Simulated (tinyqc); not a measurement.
Power iteration on a symmetric matrix, step by step. Computed by tinyqc, a small Python program that keeps every step. Settings: method = power, shift = 1.03. Command: `OMP_NUM_THREADS=1 python tinyqc.py 24566 24567 out.jsonl` (the two numbers bound the seeds that draw the settings). One thread of a shared host (Intel(R) Xeon(R) Processor @ 2.60GHz), about 0.01 s of CPU time with the checks.

## Step 1

A:
```
[[0.149000, -0.650000, -1.705000, -0.177000, 1.020000, -0.170000],
 [-0.650000, 0.804000, 1.033000, 1.179000, 0.272000, -0.718000],
 [-1.705000, 1.033000, 0.819000, -0.980000, 0.179000, -0.291000],
 [-0.177000, 1.179000, -0.980000, 0.827000, -0.653000, 0.401000],
 [1.020000, 0.272000, 0.179000, -0.653000, 2.253000, -0.433000],
 [-0.170000, -0.718000, -0.291000, 0.401000, -0.433000, 2.415000]]
```

vector v at the start: [0.408248, 0.408248, 0.408248, 0.408248, 0.408248, 0.408248]

shift = 1.030000

w = (A - shift) v; v' = w/|w| with its largest component positive (the first on a tie); lambda = v'^T A v'.

vector after step 1: [0.683403, -0.237311, 0.526618, 0.115456, -0.428760, -0.046396]

Rayleigh quotient after step 1 = -1.284817

## Step 2

As before.

vector after step 2: [0.697001, -0.080052, 0.659062, 0.263531, -0.057104, -0.026651]

Rayleigh quotient after step 2 = -1.624319

## Course of the iteration

Stop when the residual |A v - lambda v| is below 1e-9.

Steps:
```
step       lambda  residual
1     -1.28481654  1.13e+00
2     -1.62431880  6.34e-01
3     -1.68055707  5.04e-01
4     -1.70897857  4.17e-01
5     -1.72674492  3.44e-01
6     -1.73800070  2.84e-01
7     -1.74515964  2.34e-01
8     -1.74974113  1.93e-01
9     -1.75269524  1.59e-01
10    -1.75461492  1.31e-01
11    -1.75587169  1.08e-01
12    -1.75670005  8.89e-02
13    -1.75724930  7.33e-02
14    -1.75761536  6.05e-02
15    -1.75786038  4.99e-02
16    -1.75802500  4.12e-02
17    -1.75813592  3.40e-02
18    -1.75821084  2.81e-02
19    -1.75826156  2.32e-02
20    -1.75829595  1.92e-02
21    -1.75831929  1.58e-02
22    -1.75833515  1.31e-02
23    -1.75834595  1.08e-02
24    -1.75835329  8.93e-03
25    -1.75835830  7.37e-03
26    -1.75836170  6.09e-03
27    -1.75836403  5.03e-03
28    -1.75836561  4.16e-03
29    -1.75836669  3.43e-03
30    -1.75836743  2.84e-03
```

all eigenvalues, for comparison: [-1.758369, -1.025664, 1.585639, 1.995785, 3.135843, 3.333767]

Not converged in 30 steps: the residual falls only by the ratio of the two largest distances of eigenvalues from the shift, 0.83 a step.
